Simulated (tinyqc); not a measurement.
Band folding and unfolding in a supercell of a chain: one step. Folded levels and Fourier components. Two cases, with inputs chosen for the exercise.

Task: List k_m and E0; V_q = (1/n) sum_j v_j exp(-2 pi i q j/n) couples k_m to k_(m+q).

A chain with hopping -t and n = 5 sites a supercell. H(K) has v_j on the diagonal, -t between neighbours and -t exp(2 pi i K) on the bond that closes the cell (from the last site to the first of the next cell). The point K holds the n wave vectors k_m = (K + m)/n of the primitive zone, in 2 pi/a, m = 0 to n - 1, with E0 = -2t cos(2 pi k_m). The unfolding weight of a state c on k_m is |sum_j c_j exp(-2 pi i k_m j)|^2/n, j = 0 to n - 1.

Case 1.

Values chosen:
- t = 1.23 eV (hopping)
- v = (0.406, 0.125, -0.328, -0.328, 0.125) eV (site energies in the supercell)
- Kq = 0.37 2 pi/(n a) (wave vector in the small zone)

Case 2.

Values chosen:
- t = 0.95 eV (hopping)
- v = (-0.47, 0.47, 0.47, 0.47, 0.47) eV (site energies in the supercell)
- Kq = 0.22 2 pi/(n a) (wave vector in the small zone)

Give: Folded band; V_0, V_1, ....

Result:

Case 1.

Folded band:
```
m  k_m (2 pi/a)  E0 (eV)
0        0.0740  -2.1988
1        0.2740   0.3696
2        0.4740   2.4272
3        0.6740   1.1306
4        0.8740  -1.7285
```

V_0, V_1, ... (eV): 0.0000  0.2028  0.0002

Case 2.

Folded band:
```
m  k_m (2 pi/a)  E0 (eV)
0        0.0440  -1.8279
1        0.2440  -0.0716
2        0.4440   1.7836
3        0.6440   1.1739
4        0.8440  -1.0581
```

V_0, V_1, ... (eV): 0.2820  -0.1880  -0.1880

Computed by tinyqc, one run a case: `OMP_NUM_THREADS=1 python tinyqc.py N N+1 out.jsonl` with N = 1481256, 1481596; one thread of a shared Intel(R) Xeon(R) Processor @ 2.30GHz, about 0.01 s a run at most.
